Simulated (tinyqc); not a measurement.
Haynes-Shockley experiment: drift, diffusion and decay of a minority-carrier pulse: one step, computed by the program tinyqc. Command: `OMP_NUM_THREADS=1 python tinyqc.py 3113951 3113952 out.jsonl haynes walk`. One thread of a shared host (Intel(R) Xeon(R) Processor @ 2.30GHz), about 0.01 s of CPU time with the checks.

A thin sheet of excess carriers is made at x = 0, t = 0 in a long uniform bar; injection is low, so the pulse moves with the minority mobility.

Question. Shape in time. dn(x, t) = N0/sqrt(4 pi D t) exp(-(x - v t)^2/(4 D t) - t/tau). Times are 0.7, 0.8, 0.9, 0.95, 1, 1.05, 1.1, 1.2 and 1.4 t_p.

Inputs (values chosen for the exercise, modelled on electrons in p-type germanium in a lightly doped bar):
```
quantity,value,unit
lifetime tau,69,microsecond
temperature T,300,K
distance d to the collector,0.71,cm
injected sheet density N0,1.6e+09,1/cm^2
```

time of the peak t_p = 31.89809 microsecond

D = 88.93088 cm^2/s

drift velocity v = 22016 cm/s

peak density = 5.309431e+09 1/cm^3

Give: the table «Signal at d» with the columns t (microsecond), dn (1/cm^3), dn/peak, for t/t_p = 0.70, 0.80, 0.90, 0.95, 1.00, 1.05, 1.10, 1.20, 1.40.

Answer.

Signal at d:
```
t/t_p,t (microsecond),dn (1/cm^3),dn/peak
0.70,22.329,1.8059e+07,0.00340
0.80,25.518,5.8260e+08,0.10973
0.90,28.708,3.2496e+09,0.61205
0.95,30.303,4.7267e+09,0.89024
1.00,31.898,5.3094e+09,1.00000
1.05,33.493,4.7794e+09,0.90017
1.10,35.088,3.5536e+09,0.66930
1.20,38.278,1.2183e+09,0.22946
1.40,44.657,3.4183e+07,0.00644
```

At 0.9 and 1.1 t_p the signal is 0.612 and 0.669 of its peak: the trailing side is the wider one.
